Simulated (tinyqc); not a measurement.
Surface Green function of a zigzag honeycomb ribbon two chains wide, Sancho-Rubio decimation: course of the decimation.

A semi-infinite lead of cells 0, 1, 2, ... with H0 inside a cell and H1 = <cell i|H|cell i + 1>. Cell of four sites joined 1-2-3-4 by -t; site 2 joins site 1 of the next cell and site 3 joins site 4 of the next cell. z = E + i eta.

Start with e_s = e = H0, a = H1, b = H1^dagger. Each round: g = (z - e)^(-1); e_s <- e_s + a g b; e <- e + a g b + b g a; a <- a g a; b <- b g b (all with the old a, b). Round k joins cells 2^k apart.

Stop when the largest entry of a and b is below 1e-12 eV, or after 15 rounds. The last column is -Im Tr (z - e_s)^(-1)/pi. At the end g_s = (z - e_s)^(-1), and the bulk Green function is (z - e)^(-1).

Parameters, values chosen for the exercise: energy E = 1.23 eV; broadening eta = 1e-9 eV.

H0 (eV):
```
	1	2	3	4
1	0.19	-1	0	0
2	-1	-0.19	-1	0
3	0	-1	0.19	-1
4	0	0	-1	-0.19
```

H1 (eV):
```
	1	2	3	4
1	0	0	0	0
2	-1	0	0	0
3	0	0	0	-1
4	0	0	0	0
```

Course of the iteration:
```
round	largest |a|, |b| (eV)	surface density of states (1/eV)
1	1.14	3.19400e-7
2	2.75	1.26943e-8
3	1.64	5.82862e-8
4	16.4	3.85898e-8
5	1.05	1.16437e-7
6	4.24	4.45872e-4
7	0.913	4.94719e-7
8	6.64	5.32952e-7
9	1.22	2.18685e-6
10	20.9	1.52702e-4
11	0.912	1.50281e-5
12	1.27	1.83369e-5
13	28.6	7.26234e-5
14	1.30	3.55696e-5
15	1.19	7.31178e-4
```

Did this iteration meet its convergence test, and what does its course show?

No. Not converged within 15 rounds: the couplings a and b do not shrink, and the surface density of states is at most 7.312e-4 1/eV over the last five rounds, as for a finite cluster with sharp levels. E lies inside a band (2 open mode(s)), and 15 rounds reach 2^15 cells, too few for eta = 1e-9 eV to damp the waves. A rerun with more rounds converges at round 35, to a density of states of 0.9407 1/eV; a rerun with eta = 0.001 eV converges at round 15 and gives 0.9396 1/eV.

Numbers from tinyqc (`OMP_NUM_THREADS=1 python tinyqc.py 2680046 2680047 out.jsonl`; about 0.05 s on one thread of a shared Intel Xeon 2.30GHz).
